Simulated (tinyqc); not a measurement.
Worked calculation: defect, radiative and Auger recombination at equal electron and hole densities (ABC model). Values are carried at full precision from step to step, so a last printed digit may differ when a step is redone from the rounded ones.

J/(e d) = Ae n + B n^2 + C n^3 with Ae = A + 4 S/w (four side walls, carriers spread evenly), e = 1.602176634e-19 C, lengths in cm; internal efficiency IQE = B n^2/(Ae n + B n^2 + C n^3); all injected carriers recombine in the layer.

Values chosen for the exercise (orders of magnitude like those quoted for InGaAs; not measured data): A = 10000000 1/s (defect rate); B = 6.7e-11 cm^3/s (radiative coefficient); C = 5.4e-29 cm^6/s (Auger coefficient); S = 0 cm/s (recombination velocity of the side walls); w = 15 micrometre (side of the square mesa); d = 50 nm (active thickness); J = 42 A/cm^2 (current density); ex = 0.6 (extraction efficiency); Eph = 0.79 eV (photon energy).

## The efficiency peak

IQE peaks at n_p = sqrt(Ae/C); with Q = B/sqrt(Ae C), IQE_max = Q/(Q + 2).

Ae = 1.000e+07 1/s
n_p = 4.303e+17 1/cm^3
Q = 2.883
IQE_max = 0.590
J at the peak = 16.8 A/cm^2

The side walls are taken as passivated.

## Carrier density at the given current

G = J/(e d). Newton steps from the smallest of G/Ae, sqrt(G/B) and (G/C)^(1/3); stop when the relative step is below 1e-9.

G = 5.243e+25 1/(cm^3 s)

Newton steps:
```
step,n (1/cm^3),rate/G,relative step
1,8.8460e+17,1.88169,-0.20
2,7.0354e+17,1.12539,-0.051
3,6.6790e+17,1.00434,-0.0020
4,6.6658e+17,1.00001,-2.7e-06
5,6.6657e+17,1.00000,-4.9e-12
```

n = 6.666e+17 1/cm^3

The start is an upper bound and the function is convex, so the steps fall monotonically; 5 are needed.

## Shares, lifetimes and light

Shares of the three paths; lifetime n/G = 1/(Ae + B n + C n^2); differential lifetime 1/(Ae + 2 B n + 3 C n^2) and bandwidth 1/(2 pi tau_d); optical power density ex IQE J Eph/e.

shares: defect 0.1271, radiative 0.5678, Auger 0.3051

lifetime = 12.7 ns
differential lifetime = 5.84 ns
bandwidth = 27.3 MHz
optical power density = 11.3 W/cm^2

The radiative path is the largest; the device runs above its efficiency peak, where the defect and Auger shares are equal.

## Checks

- Density from Newton steps against bisection (1/cm^3): both 6.6657e+17.

Run: tinyqc, `OMP_NUM_THREADS=1 python tinyqc.py 1680947 1680948 out.jsonl`; Intel(R) Xeon(R) Processor @ 2.30GHz, one thread, shared host; about 0.01 s of CPU time with all checks.
